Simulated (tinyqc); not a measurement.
Length of a polyene: Hueckel, PPP and singles CI along the polyenes. Computed by the program tinyqc. Hueckel uses the same beta without repulsion; CIS keeps all single excitations and so misses the low, doubly excited 2Ag state. W is the valence ionisation energy of a centre, MN the Mataga-Nishimoto formula, f the oscillator strength.

All-trans chains of carbon centres 1.40 angstrom apart:
```
parameter                               value
beta (eV), times 1 +/- alternation  -2.590000
alternation                          0.030000
W (eV)                              11.160000
gamma_rr (eV)                       10.860000
repulsion formula                          MN
```

Gaps and excitations (eV):
```
centres  Hueckel gap  PPP orbital gap  bright singlet (CIS)       f  lowest triplet (CIS)
2             5.3354          10.6179                8.1241  0.6965                2.5467
4             3.3850           8.0562                5.6959  1.1616                1.5382
8             1.9961           5.9840                3.8524  2.1239                0.8320
10            1.6743           5.4609                3.3945  2.5690                0.6774
12            1.4508           5.0878                3.0673  2.9888                0.5743
```

Estimate the missing row, centres = 6.

Computed row:
```
centres  Hueckel gap  PPP orbital gap  bright singlet (CIS)       f  lowest triplet (CIS)
6             2.4980           6.7651                4.5393  1.6530                1.0824
```

The Hueckel gap tends to 4 x alternation x |beta| = 0.31 eV for long chains. Exchange opens the PPP orbital gap, and the attraction of electron and hole brings the bright state 2.02 eV below it at 12 centres; the triplet lies 2.49 eV lower still.
